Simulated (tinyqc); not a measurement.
Worked calculation: elastic strain and critical thickness of a cubic alloy layer A(1-x)B(x) on a thick substrate. Computed by tinyqc, a small Python program that keeps every step. Command: `OMP_NUM_THREADS=1 python tinyqc.py 3025164 3025165 out.jsonl misfit walk`. One thread of a shared host (Intel(R) Xeon(R) Processor @ 2.30GHz), about 0.01 s of CPU time with the checks. Intermediate numbers are printed to about 6 digits and carried at full precision; extremes and crossings named in words are read from the listed rows.

Strain is positive in tension. The layer is coherent with the substrate unless said otherwise.

Inputs (values chosen for the exercise, modelled on Ga(1-x)In(x)As on InP):
```
quantity,value,unit
fraction x of B,0.46,-
lattice constant a_A,5.653,angstrom
lattice constant a_B,6.058,angstrom
substrate lattice constant a_S,5.869,angstrom
layer thickness h,64,nm
biaxial modulus of the substrate M_S,95,GPa
substrate thickness t_S,625,micrometre
wafer diameter W,200,mm
X-ray wavelength,1.540593,angstrom
start of the iteration h0/b,100,-
```

Growth plane: (001). Layer: uncapped. Misfit dislocation: 60-degree.

C11, C12, C44 of A (GPa): [118.2, 53.54, 60.18]

C11, C12, C44 of B (GPa): [82.19, 45.15, 40.1]

## Alloy by Vegard's rule, and misfit

a = (1 - x) a_A + x a_B, the same rule for each C_ij; misfit f = (a_S - a)/a, the in-plane strain of the coherent layer.

free lattice constant a = 5.8393 angstrom

elastic constants (GPa): C11 101.6354, C12 49.6806, C44 50.9432

misfit f = 0.00508623

The layer is stretched in the plane by 0.51 %.

## Biaxial strain, stress and energy

(001): D = 2 C12/C11, M = C11 + C12 - 2 C12^2/C11. The free surface carries no normal stress, so e_perp = -D f; dV/V = 2 f + e_perp; stress = M f; energy per area = M f^2 h (1 GPa nm = 1 J/m^2).

ratio D = 0.977624

normal strain e_perp = -0.00497242

volume strain dV/V = 0.00520004

biaxial modulus M = 102.747 GPa

in-plane stress = 0.522595 GPa

strain energy per area = 0.170114 J/m^2

## Symmetric X-ray reflection

Reflection 004: d = a_perp/sqrt(16), with a_perp = a (1 + e_perp) for the coherent layer, a for the relaxed layer and a_S for the substrate; sin(theta) = lambda/(2 d).

Bragg angles:
```
crystal,a_perp (angstrom),theta (degrees),from substrate (arcsec)
substrate,5.86900,31.6678,0.00
coherent layer,5.81026,32.0258,1288.66
relaxed layer,5.83930,31.8477,647.76
```

peak separation of the coherent layer = 1288.66 arcsec

The coherent layer lies 1.99 times as far from the substrate peak as a relaxed one, about 1 + D = 1.98: reading its peak as relaxed would overstate the mismatch by that factor.

## Isotropic constants and the prefactor A

Voigt averages: G = (C11 - C12 + 3 C44)/5, B = (C11 + 2 C12)/3, nu = (3 B - 2 G)/(2 (3 B + G)); b = a/sqrt(2). The 60-degree dislocation has cos alpha = 1/2, and cos lambda = 1/2 on (001). Matthews-Blakeslee: h_c = A [ln(h_c/b) + 1], A = b (1 - nu cos^2 alpha)/(8 pi |f| (1 + nu) cos lambda), the factor 8 pi being that of an uncapped layer.

shear modulus G = 40.95688 GPa

Poisson ratio nu = 0.246086

Burgers vector b = 0.412901 nm

prefactor A = 4.86538 nm

## Critical thickness by fixed-point iteration

Start at h0, put the right side back in, and stop when the change is below 1e-9 h or h turns negative.

Iteration:
```
step,h in (nm),h out (nm),change (nm)
1,41.2901,27.2713,-1.40188e+01
2,27.2713,25.2532,-2.01810e+00
3,25.2532,24.8791,-3.74061e-01
4,24.8791,24.8065,-7.26072e-02
5,24.8065,24.7923,-1.42199e-02
6,24.7923,24.7895,-2.78979e-03
7,24.7895,24.7889,-5.47515e-04
8,24.7889,24.7888,-1.07461e-04
9,24.7888,24.7888,-2.10916e-05
10,24.7888,24.7888,-4.13971e-06
11,24.7888,24.7888,-8.12515e-07
12,24.7888,24.7888,-1.59475e-07
13,24.7888,24.7888,-3.13006e-08
14,24.7888,24.7888,-6.14347e-09
```

critical thickness h_c (Matthews-Blakeslee) = 24.7888 nm

Converged; near the root each step shrinks the error by A/h_c = 0.196. h_c is 60.0 Burgers vectors.

## Equilibrium strain at the thickness h

For h > h_c the same force balance gives the strain left, |e| = |f| A [ln(h/b) + 1]/h, and below h_c e = f; relaxation = 1 - e/f; dislocations per length across each line direction = (|f| - |e|)/(b cos lambda).

strain left e = 0.00233677

relaxation = 54.0569 %

dislocation line density = 13.3178 1/micrometre

h is 2.58 h_c: in equilibrium dislocations lie 75.1 nm apart; slow nucleation and glide can keep a real layer more strained.

## Wafer curvature of the coherent layer

Stoney: curvature = 6 |stress| h/(M_S t_S^2); radius = 1/curvature; bow = curvature W^2/8.

curvature = 0.00540770 1/m

radius of curvature = 184.921 m

bow = 27.0385 micrometre

Caution: the curvature assumes a coherent layer, but h exceeds h_c.

## Force balance against energy balance

People-Bean: h_c = P ln(h_c/b), P = (1 - nu)/(1 + nu) b^2/(16 pi sqrt(2) a f^2). The misfit is scaled by 0.25, 0.4, 0.6, 1, 1.5, 2.2 at fixed a, b and nu; the upper root is taken, and rows with A < 1.3 b or P < 3 b, where the roots shrink to the core size or vanish, are left out.

Critical thickness:
```
|f| (%),Matthews-Blakeslee (nm),People-Bean (nm),ratio
0.12716,131.651,16262.3,123.525
0.20345,75.523,5725.8,75.815
0.30517,46.398,2301.6,49.606
0.50862,24.789,716.5,28.903
0.76293,14.868,278.0,18.700
1.11897,9.036,111.0,12.288
```

The exponents d ln h_c/d ln f are -1.18 and -2.22 between the first rows, steeper than the -1 and -2 of the prefactors because of the logarithm. The ratio falls from 124 to 12.3 as the misfit grows. Where People-Bean lies above, a layer between the lines is metastable: dislocations would lower the energy but have to be nucleated.

Checks made by the program: D and M against the full stiffness tensor (relative difference below 1e-10); h_c against the Lambert function, -A W_(-1)(-b/(A e)) (relative difference below 1e-10).
